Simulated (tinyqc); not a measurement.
Admittance spectroscopy of a deep trap: one step of the calculation.

Schottky contact on an n-type layer with shallow donors Nd (all ionised) and a donor-like deep trap, neutral when filled and positive when empty; depletion approximation. Traps within lam of the depletion edge stay filled. The traps at xt = W - lam, where the level crosses the Fermi level, follow a slow signal and not a fast one. w = 2 pi f.

Question. Widths and limiting capacitances. lam = sqrt(2 eps0 eps_r (EF - ET)/(q Nd)), EF - ET = Et - (kB T/q) ln(Nc(T)/Nd), Nc(T) = Nc (T/300 K)^1.5. In the steady state at the band bending V, 2 eps0 eps_r V/q = Nd W^2 + Nt (W - lam)^2 (the second term only if W > lam). V = Vbi + Vr. C_HF = eps0 eps_r/W, C_LF = eps0 eps_r (Nd + Nt)/(Nd W + Nt xt).

Parameters, values chosen for the exercise; material values close to those of silicon:
- eps_r = 11.9 (relative permittivity)
- Nc = 2.79e19 cm^-3 (conduction-band density of states at 300 K)
- Nd = 8.4e14 cm^-3 (shallow donor density)
- Vbi = 0.7 V (built-in voltage)
- Et = 0.21 eV (depth of the trap below the conduction edge)
- Nt = 1.3e14 cm^-3 (trap density)
- Vr = 0.4 V (reverse bias)
- T = 119 K (temperature)

Constants: q = 1.602176634e-19 C, kB = 1.380649e-23 J/K, eps0 = 8.8541878128e-14 F/cm where lengths are in cm. Results are converted to the units shown.

Wanted: lam; W; xt; C_HF; C_LF.

Answer.

lam = 428.87 nm
W = 1270.0 nm
xt = 841.13 nm
C_HF = 8.2965 nF/cm^2
C_LF = 8.6898 nF/cm^2

The step is 4.74 % of C_HF.

Computed by the program tinyqc: `OMP_NUM_THREADS=1 python tinyqc.py 2050008 2050009 out.jsonl`, one thread of a shared Intel Xeon 2.30GHz, about 0.01 s for the whole run.
